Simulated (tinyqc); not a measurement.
Conductivity against oxygen pressure: defect equilibria of an oxide against oxygen pressure (mass action). Computed by tinyqc, a small Python program. Command: `OMP_NUM_THREADS=1 python tinyqc.py 3029197 3029198 out.jsonl brouwer walk`. One thread of a shared host (Intel(R) Xeon(R) Processor @ 2.30GHz), about 0.01 s of CPU time with the checks.

Defects: oxygen vacancies V (charge +2), electrons n, holes p, the ionic partner X = V_M'''' (charge -4), and the dopant. Activities are taken equal to concentrations.

Inputs (values chosen for the exercise, for a model oxide): reduction enthalpy H_r = 3.79 eV; prefactor K_r0 = 2.6e+67 cm^-9 atm^(1/2); gap E_g = 3.05 eV; prefactor N_c N_v = 8.5e+41 cm^-6; disorder enthalpy H_s = 5.62 eV; prefactor K_s0 = 1.7e+67 cm^-9; dopant density N_d = 3e+20 cm^-3; temperature T = 1000 K; electron mobility mu_n = 0.13 cm^2/(V s); hole mobility mu_p = 0.11 cm^2/(V s); vacancy diffusion prefactor D_0 = 0.0018 cm^2/s; vacancy migration energy E_m = 0.67 eV.

Ionic disorder: Schottky, oxide MO2. Dopant (singly charged, fully ionised): donor.

Constants: k_B = 8.617333262e-05 eV/K; e = 1.602176634e-19 C.

Method:
- K_r = K_r0 exp(-H_r/k_B T) = [V] n^2 P^(1/2); K_i = N_c N_v exp(-E_g/k_B T) = n p; K_s = K_s0 exp(-H_s/k_B T) = [X] [V]^2.
- Neutrality: 2 [V] + p + N_d = n + 4 [X]. With n as the unknown, [V] = K_r/(n^2 P^(1/2)), p = K_i/n, [X] = K_s/[V]^2; the log ratio is ln(positive/negative).
- The root is found by 60 bisections in ln n between n = 1e-10 and 1e25 cm^-3.
- sigma_n = e n mu_n, sigma_p = e p mu_p, sigma_ion = 2 e [V] mu_V with mu_V = 2 e D/(k_B T) and D = D_0 exp(-E_m/k_B T); only the oxygen vacancies carry ionic current, and the ionic transport number is sigma_ion over the total.

K_r = 2.06165e+48 cm^-9 atm^(1/2)

K_i = 3.61489e+26 cm^-6

K_s = 8.07041e+38 cm^-9

Log10 of the conductivities in S/cm:
```
log10 P (atm)   n-type   p-type    ionic    total  ionic transport number
-28             1.2526  -14.130   -2.804   1.2526              8.7840e-05
-24             0.8455  -13.723   -3.990   0.8456              1.4618e-05
-20             0.7964  -13.674   -5.891   0.7964              2.0523e-07
-16             0.7958  -13.673   -7.890   0.7958              2.0616e-09
-12             0.7958  -13.673   -9.890   0.7958              2.0617e-11
-8              0.7957  -13.673  -11.890   0.7957              2.0629e-13
-4              0.6054  -13.482  -13.509   0.6054              7.6822e-15
0              -0.2915  -12.586  -13.716  -0.2915              3.7664e-14
```

The ionic transport number stays at or below about 8.8e-5: no electrolytic window. The total has no minimum inside this range.

Extremes, crossings and ranges named in words are read from the listed rows.
